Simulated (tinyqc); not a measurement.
Comparisons within one model: Boltzmann transport in a parabolic band with a power-law relaxation time. A value that a table varies takes the place of the one given here.

F_j(eta) = (1/Gamma(j + 1)) integral_0^infinity x^j dx/(1 + exp(x - eta)), which tends to exp(eta) for eta << 0.

n = N F_1/2(eta) with N = 2 (m kB T/(4 pi c))^(3/2) with c = hbar^2/2m0, in 1/angstrom^3; times 1e24 for 1/cm^3, m = md.

tau = tau0 x^r with x = E/kT. With K_j = Gamma(j + 1) F_j(eta): <tau> = tau0 (r + 3/2) K_(r+1/2)/((3/2) K_(1/2)); mu = <tau>/(mc m0/e), m0/e = 5.685630e-12 kg/C; Hall factor rH = (3/2) K_(1/2) (2r + 3/2) K_(2r+1/2)/((r + 3/2) K_(r+1/2))^2; Seebeck S = -(kB/e) [(r + 5/2) K_(r+3/2)/((r + 3/2) K_(r+1/2)) - eta]; Lorenz number L = (kB/e)^2 [(r + 7/2) K_(r+5/2)/((r + 3/2) K_(r+1/2)) - ((r + 5/2) K_(r+3/2)/((r + 3/2) K_(r+1/2)))^2]; kB/e in V/K. Valley anisotropy is left out of rH.

Constants: hbar^2/2m0 = 3.80998211 eV angstrom^2; kB = 8.617333262e-05 eV/K.

Parameters, chosen for this exercise (masses near those of Si; tau0 is set for a mobility of the usual size at this n, kL is a free input; freeze-out and phonon drag, which matter near 77 K, are left out; not measured data): md = 1.079 m0 (density-of-states mass); mc = 0.2624 m0 (conductivity mass); tau0 = 140 fs (tau at E = kT); r = -0.5 (exponent of tau); T = 300 K; kL = 1 W/(m K) (lattice thermal conductivity); ta = 240 fs (acoustic tau at E = kT and 300 K); ti = 160 fs (impurity tau at E = kT and 300 K); n = 1.2e+17 1/cm^3 (electron density).

## Doping: the thermoelectric optimum

tau0 is held fixed. sigma = e n mu with e = 1.602176634e-19 C; ZT = S^2 sigma T/(kL + L sigma T).

Results:
```
n (1/cm^3)    eta  mu (cm^2/(V s))  sigma (S/cm)     rH  S (microvolt/K)  L (1e-8)  S^2 sigma (mW/(m K^2))     ZT
3.0e+17     -4.54              705          33.9  1.177             -564     1.487                    1.08   0.32
8.0e+17     -3.55              703          90.1  1.176             -479     1.490                    2.07   0.60
3.0e+18     -2.20              695           334  1.171             -367     1.505                    4.49    1.2
8.0e+18     -1.16              678           870  1.160             -284     1.536                    7.02    1.5
2.0e+19     -0.09              643      2.06e+03  1.137             -210     1.605                    9.11    1.4
3.0e+19      0.44              619      2.97e+03  1.123             -179     1.657                    9.55    1.2
7.0e+19      1.76              545      6.11e+03  1.083             -120     1.824                    8.84   0.61
1.0e+20      2.47              506      8.11e+03  1.065              -99     1.919                    7.92   0.42
3.0e+20      5.71              378      1.82e+04  1.023              -49     2.226                    4.41   0.10
7.0e+20     10.22              290      3.25e+04  1.008              -28     2.367                    2.50  0.031
```

|S| falls by 197 microvolt/K from the first to the third row (198 a decade in the non-degenerate range; holes, which count near the intrinsic density, and non-parabolicity are left out). The power factor peaks at 3e+19 1/cm^3 of those listed (eta = 0.44, S = -179); ZT is largest at 8e+18 1/cm^3 (eta = -1.16). mu changes by a factor 0.41 over the table and rH goes from 1.177 to 1.008. A real tau0 would fall with doping.

## The scattering mechanism

eta = -5.45544

Same eta for each exponent.

Results:
```
r                                     mechanism  <tau>/tau0     rH  S (microvolt/K)  L (1e-8 W ohm/K^2)
-0.5                           acoustic phonons       0.752  1.178           -642.6               1.486
0.0                  a constant relaxation time       1.000  1.000           -685.7               1.857
0.5   polar optical or piezoelectric scattering       1.505  1.104           -728.8               2.228
1.5                          ionised impurities       4.518  1.932           -814.9               2.970
```

From r = -1/2 to 3/2 |S| grows by 172.3 microvolt/K, against 2 kB/e = 172.3 in the non-degenerate limit: scattering that favours fast electrons raises the mean energy carried. rH is 1 only for constant tau and reaches 1.932 for r = 3/2; L spans 1.486 to 2.970 against the metallic 2.443.

## Mobility against temperature (two scattering mechanisms together, and the Matthiessen rule)

Non-degenerate electrons. 1/tau(x) = x^(1/2)/tA + 1/(tI x^(3/2)), x = E/kT, with tA = ta (T/300)^(-3/2) and tI = ti (T/300)^(3/2) (the screening logarithm is held fixed). <tau> = integral x^(3/2) tau exp(-x) dx/Gamma(5/2); mu = <tau>/(mc m0/e), m0/e = 5.685630e-12 kg/C. Matthiessen: 1/mu = 1/muA + 1/muI with <tau>A = tA Gamma(2)/Gamma(5/2), <tau>I = tI Gamma(4)/Gamma(5/2).

rH = <tau^2>/<tau>^2. ta and ti are inputs of their own, not tied to tau0.

Mobilities (cm^2/(V s)):
```
T (K)  acoustic  impurity  Matthiessen  exact     rH  Matthiessen/exact
40     2.49e+04       236          233    229  1.850              1.021
60     1.35e+04       433          420    394  1.719              1.063
80     8.79e+03       667          620    549  1.571              1.128
120    4.78e+03  1.22e+03          975    763  1.336              1.277
160    3.11e+03  1.89e+03     1.17e+03    847  1.196              1.385
220    1.93e+03  3.04e+03     1.18e+03    830  1.092              1.421
300    1.21e+03  4.84e+03          968    716  1.041              1.352
400         786  7.45e+03          711    568  1.029              1.251
550         487  1.20e+04          468    407  1.042              1.152
```

The exact mobility peaks at 160 K of those listed. The two mechanisms are equal between 160 and 220 K. The rule overestimates everywhere, most at 220 K (by 42 %), since impurities stop the slow electrons and phonons the fast ones. rH runs between 1.029 and 1.850; the pure limits are 1.178 and 1.933, and the mixture dips below both, since the opposite energy slopes of the two rates leave tau nearly constant. Optical and intervalley phonons, left out, lower real mobilities above about 150 K.

## What moves the coefficients

sigma = e n mu with e = 1.602176634e-19 C; ZT = S^2 sigma T/(kL + L sigma T). Each row changes one parameter from the base and keeps the others.

Results:
```
case                mu (cm^2/(V s))  sigma (S/cm)  S (microvolt/K)     ZT
base                          705.5         13.56           -642.6  0.167
md = 1.403 m0                 705.6         13.57           -676.6  0.185
mc = 0.3411 m0                542.7         10.43           -642.6  0.129
n = 2.4e+17 1/cm^3            705.0         27.11           -583.0  0.273
tau0 = 210 fs                  1058         20.35           -642.6  0.250
kL = 0.5 W/(m K)              705.5         13.56           -642.6  0.332
T = 350 K                     705.6         13.57           -662.6  0.207
```

The largest shifts from the base row, up to three for each result and ties (the steps differ in size, so this ranks the rows, not the parameters). mu (cm^2/(V s)): tau0 +353, mc -163, n -0.440; unchanged at the printed digits by kL. sigma (S/cm): n +13.5, tau0 +6.78, mc -3.13; unchanged at the printed digits by kL. S (microvolt/K): n +59.7, md -33.9, T -19.9; unchanged at the printed digits by mc, tau0 and kL. ZT: kL +0.165, n +0.106, tau0 +0.0828. The row for T keeps tau0 fixed; for phonon scattering tau0 itself falls as T rises.

Computed by tinyqc, a small Python program: `OMP_NUM_THREADS=1 python tinyqc.py 1650475 1650476 out.jsonl` (the numbers bound the seed that draws the inputs); one thread of a shared host (Intel(R) Xeon(R) Processor @ 2.30GHz), about 0.01 s for the whole set of steps.
